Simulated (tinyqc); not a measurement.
# Reverse leakage of an n+-p junction: diffusion, generation, trap-assisted and band-to-band tunnelling, step by step

Program tinyqc, `OMP_NUM_THREADS=1 python tinyqc.py 2290094 2290095 out.jsonl`; Intel Xeon 2.30GHz, shared host, one thread, about 0.01 s. Printed values are rounded; ~0 in a residual or rate marks an entry under 1e-11 of the largest of its column.

One-sided abrupt junction in the depletion approximation, x from the junction (0) to W on the p side, field F = F0 (1 - x/W). Flat quasi-Fermi levels, long p side. Traps generate through SRH with both lifetimes shortened by 1 + Gamma (Hurkx enhancement, form for moderate fields); band-to-band generation is local and needs a total bending above Eg.

Values chosen for this exercise; band and dielectric values close to those of germanium: temperature T = 250 K; band gap Eg = 0.672 eV; relative permittivity eps_r = 16.2; conduction-band density of states at T Nc = 7.91e18 cm^-3; valence-band density of states at T Nv = 4.49e18 cm^-3; acceptor density of the lighter side Na = 1.1e17 cm^-3; donor density of the heavier side Nd = 1e20 cm^-3; SRH lifetime of both carriers at zero field tau = 8e-9 s; trap level above the intrinsic level Et = 0 eV; tunnelling mass mt = 0.13 m0; electron diffusion coefficient on the lighter side Dn = 29 cm^2/s; band-to-band prefactor Ab = 5.9e14 cm^-0.5 V^-2.5 s^-1; band-to-band field constant Bb = 5.19e6 V/cm; reverse bias VR = 1.3 V.

Constants: q = 1.602176634e-19 C, kB = 1.380649e-23 J/K, hbar = 1.054571817e-34 J s, m0 = 9.1093837015e-31 kg, Vt = kB T/q, eps0 = 8.8541878128e-14 F/cm where lengths are in cm. Results are converted to the units shown.

Range of the model: The n+ side is degenerate, so Vbi from Boltzmann statistics is only a guide.

## Field, scales and diffusion current

ni = sqrt(Nc Nv) exp(-Eg/(2 Vt)), Eg in volts; Vbi = Vt ln(Na Nd/ni^2); W = sqrt(2 eps0 eps_r (Vbi + VR)/(q Na)); F0 = 2 (Vbi + VR)/W; FG = sqrt(24 mt m0 (kB T)^3)/(q hbar); J_diff = q ni^2 sqrt(Dn/tau)(1 - exp(-VR/Vt))/Na.

ni = 1.00404e12 cm^-3
Vbi = 0.646749 V
W = 178.012 nm
F0 = 218.721 kV/cm
FG = 202.335 kV/cm
J_diff = 8.84038e-8 A/cm^2

## Generation rates across the layer

u = (Vbi + VR)(1 - x/W)^2, p = Na exp(-u/Vt), n = Nd exp((u - Vbi - VR)/Vt); G0 = ni^2 (1 - exp(-VR/Vt))/(tau (n + p + 2 ni cosh(Et/Vt))); Gamma = 2 sqrt(3 pi)(F/FG) exp((F/FG)^2); trap-assisted part G0 Gamma; G_bb = Ab F^2.5 exp(-Bb/F) with F in V/cm, zero unless Vbi + VR > Eg. 15 equal steps.

```
point   x (nm)  F (kV/cm)     Gamma  G0 (cm^-3 s^-1)  G0 Gamma (cm^-3 s^-1)  G_bb (cm^-3 s^-1)
0        0.000    218.721   21.3536       1.26011e12             2.69079e13         6.53498e17
1       11.867    204.139   17.1434       1.43755e17             2.46446e18         1.00981e17
2       23.735    189.558   13.8361       6.22231e19             8.60928e20         1.18697e16
3       35.602    174.976   11.2167       6.27523e19             7.03874e20         9.92285e14
4       47.470    160.395   9.12432       6.27523e19             5.72572e20         5.38399e13
5       59.337    145.814   7.43777       6.27523e19             4.66737e20         1.66859e12
6       71.205    131.232   6.06500       6.27523e19             3.80593e20         2.45698e10
7       83.072    116.651   4.93555       6.27523e19             3.09717e20          1.30490e8
8       94.940    102.070   3.99495       6.27425e19             2.50653e20                 ~0
9      106.807     87.488   3.20068       6.09954e19             1.95227e20                 ~0
10     118.675     72.907   2.51913       1.85204e19             4.66552e19                 ~0
11     130.542     58.325   1.92328       6.99655e17             1.34563e18                 ~0
12     142.410     43.744   1.39096       4.25120e16             5.91325e16                 ~0
13     154.277     29.163  0.903537       5.71033e15             5.15949e15                 ~0
14     166.145     14.581  0.444784       1.71169e15             7.61333e14                 ~0
15     178.012      0.000         0       1.14554e15                      0                  0
```

## Current components

Each current is q times the trapezoid sum of its rate; J adds J_diff; J_bb under 1e-8 of the sum is given as 0.

J_SRH = 9.87077e-5 A/cm^2
J_TAT = 7.20782e-4 A/cm^2
J_bb = 8.37840e-8 A/cm^2
J = 8.19662e-4 A/cm^2

A fine grid gives J = 8.139e-4 A/cm^2; the coarse sum is 0.71 % above it. On the fine grid the largest part is trap-assisted tunnelling (87.9 %). The simple estimate q ni W/(2 tau cosh(Et/Vt)) is 82 % above the fine-grid J_SRH of 9.849e-5 A/cm^2, since near both edges n or p is large enough to quench generation.
